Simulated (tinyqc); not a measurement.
Thickness and doping from the maximum and minimum capacitance.

Question. A MOS capacitor has Cmax = Cox = eps0 eox/tox and 1/Cmin = 1/Cox + Wm/(eps0 eps_r), with Wm = sqrt(4 eps0 eps_r Vt ln(N/ni)/(q N)) and N well above ni. Find tox, Wm and N.

Inputs (values chosen for the exercise); band and dielectric values close to those of silicon:
- T = 300 K (temperature)
- eps_r = 11.8 (relative permittivity)
- eox = 7.4 (relative permittivity of the gate insulator (close to silicon nitride))

Constants: q = 1.602176634e-19 C, kB = 1.380649e-23 J/K, Vt = kB T/q, eps0 = 8.8541878128e-14 F/cm where lengths are in cm. Results are converted to the units shown.

Cmax = 1.1105253 uF/cm^2
Cmin = 0.053412170 uF/cm^2
ni = 1.5664935e10 cm^-3

Answer. Cmax gives tox and the series difference Wm. N follows by iterating N = 4 eps0 eps_r Vt ln(N/ni)/(q Wm^2); ln(N/ni)/N falls steadily for N > e ni, so there is one root in that range.

tox = 5.900 nm
Wm = 186.2 nm
N = 2.800e16 cm^-3

tinyqc, about 0.01 s, one thread, Intel Xeon 2.30GHz (shared host): `OMP_NUM_THREADS=1 python tinyqc.py 2060010 2060011 out.jsonl`
